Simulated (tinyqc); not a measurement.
Changing the filling n per spin orbital: Stoner model of a band magnet at zero temperature. Computed by tinyqc, a small Python program. Command: `OMP_NUM_THREADS=1 python tinyqc.py 3015676 3015677 out.jsonl stoner sweep`. One thread of a shared host (Intel(R) Xeon(R) Processor @ 2.30GHz), about 0.1 s of CPU time with the checks.

Five orbitals per spin share one band; u = (E - E_bottom)/W runs from 0 to 1, and the states per spin, atom and energy are g = 5 d(u)/W with d = (8/pi) sqrt(u (1 - u)). N(u) is the integral of d from 0. The moment m = n_up - n_down (electrons per atom) moves the fillings to n +/- m/10; the energy is E(m) = E_band(m) - I m^2/4.

Inputs (values chosen for the exercise, for a model d band): band width W = 2.1 eV; Stoner parameter I = 0.306 eV; start moment m0 = 0.74 mu_B; largest number of steps = 600.

Density of states: semi-elliptic.

Method. Solve N(u_F) = n; g_F = 5 d(u_F)/W; the Stoner product is I g_F. Split the bands by Delta = I m, find the common Fermi level that keeps 10 n electrons, and read m(out) = 5 [N(u + Delta/(2W)) - N(u - Delta/(2W))], N clipped to 0 and 1. Start from m0 (at most 0.9 m_max, m_max = 10 min(n, 1 - n)); stop when m changes by less than 1e-8; moments under 1e-5 count as 0.

One run for each value:
```
filling n per spin orbital  moment m (mu_B)  Stoner product I g_F  g_F (1/eV)
0.08                                      0                0.6324       2.067
0.16                                      0                0.7648       2.499
0.25                                      0                0.8486       2.773
0.33                                      0                0.8931       2.919
0.42                                      0                0.9203       3.007
0.58                                      0                0.9203       3.007
0.67                                      0                0.8931       2.919
0.75                                      0                0.8486       2.773
0.84                                      0                0.7648       2.499
0.92                                      0                0.6324       2.067
```

Describe and explain the trends.

Over the rows, moment m (mu_B) does not change; Stoner product I g_F goes from 0.632 through a maximum among these rows, 0.920 at 0.420, to 0.632; g_F (1/eV) goes from 2.07 through a maximum among these rows, 3.01 at 0.420, to 2.07. Rows at saturation, m = 10 min(n, 1 - n): 0 of 10. The filling sets I g_F through the shape of the band. Left out: 0.500 (half filling).

Extremes, crossings and ranges named in words are read from the listed rows.
